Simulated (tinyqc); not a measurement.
What a faster ramp buys: rapid thermal processing of a wafer: radiative balance, ramp and cooling, pattern effects, pyrometer error and spike budget. Computed by tinyqc, a small Python program. Command: `OMP_NUM_THREADS=1 python tinyqc.py 3111520 3111521 out.jsonl rtp walk`. One thread of a shared host (Intel(R) Xeon(R) Processor @ 2.30GHz), about 0.04 s of CPU time with the checks.

The wafer is opaque and uniform through its thickness unless said otherwise; temperatures in formulas are in kelvin (C + 273.15). sigma = 5.670374419e-12 W/(cm^2 K^4).

Inputs (values chosen for the exercise, modelled on a hot silicon wafer):
```
quantity                                              value         unit
wafer thickness d                                       775   micrometre
heat capacity per volume C                             2.08   J/(cm^3 K)
thermal conductivity k                                 0.23     W/(cm K)
emissivity eps of each face                            0.55            -
reflectivity of the chamber walls r                    0.68            -
gas heat-transfer coefficient h, both faces together      3  mW/(cm^2 K)
wall temperature T_w                                    300            K
process temperature                                     862            C
starting temperature                                    450            C
ramp rate                                               240          K/s
activation energy of the process E_a                   1.24           eV
```

Constants: k_B = 8.617333262e-05 eV/K.

Method:
- Effective emissivity between parallel grey plates: eps_eff = 1/(1/eps + 1/(1 - r) - 1). Loss per area q(T) = 2 eps_eff sigma (T^4 - T_w^4) + h (T - T_w).
- Absorbed power during a ramp = q(T) + C d x ramp rate; thermal time constant tau = C d/(dq/dT), dq/dT = 8 eps_eff sigma T^3 + h; natural cooling rate q/(C d); front-to-back difference under one-sided heating at the end of the ramp = (absorbed power) d/(2 k).
- Cooling with the lamps off: C d dT/dt = -q(T), integrated adaptively (relative tolerance 1e-10).
- Spike anneal: linear ramp to the peak, then lamps off. Equivalent time at the peak = int exp(-(E_a/k_B)(1/T - 1/T_peak)) dt; estimate (k_B T^2/E_a)(1/ramp rate + 1/cooling rate). The ramp part uses 4000 trapezoid steps, the cooling part 4000 steps over 4 tau.

time constant tau = 8.13020 s

holding power q = 7.25753 W/cm^2

natural cooling rate = 45.0219 K/s

Against the ramp rate:
```
ramp (K/s)  ramp part (s)  cooling part (s)  total (s)  power at the peak (W/cm^2)
10                 7.7971            2.1464     9.9436                        8.87
25                 3.1189            2.1464     5.2653                       11.29
50                 1.5594            2.1464     3.7058                       15.32
100                0.7797            2.1464     2.9261                       23.38
250                0.3119            2.1464     2.4583                       47.56
500                0.1559            2.1464     2.3024                       87.86
1000               0.0780            2.1464     2.2244                      168.46
```

From 10 to 100 K/s the total falls by a factor 3.4, from 100 to 1000 K/s by 1.32: the cooling part, 2.15 s, is a floor, and the natural cooling rate here is 45.0 K/s.

Extremes, crossings and ranges named in words are read from the listed rows.
